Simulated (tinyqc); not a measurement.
Elastic strain and critical thickness of a cubic alloy layer A(1-x)B(x) on a thick substrate: one step, computed by the program tinyqc.

Strain is positive in tension. The layer is coherent with the substrate unless said otherwise.

Question. Symmetric X-ray reflection. Reflection 111: d = a_perp/sqrt(3), with a_perp = a (1 + e_perp) for the coherent layer, a for the relaxed layer and a_S for the substrate; sin(theta) = lambda/(2 d).

Inputs (values chosen for the exercise, modelled on Si(1-x)Ge(x) on Si): substrate lattice constant a_S = 5.431 angstrom; X-ray wavelength = 1.540593 angstrom.

Growth plane: (111).

free lattice constant a = 5.49002 angstrom

normal strain e_perp = 0.004671553

Give: Bragg angles; peak separation of the coherent layer.

Answer.

Bragg angles:
```
crystal         a_perp (angstrom)  theta (degrees)  from substrate (arcsec)
substrate                   5.431            14.22                      0.0
coherent layer              5.516            14.00                   -802.0
relaxed layer               5.490            14.06                   -561.8
```

peak separation of the coherent layer = -802.0 arcsec
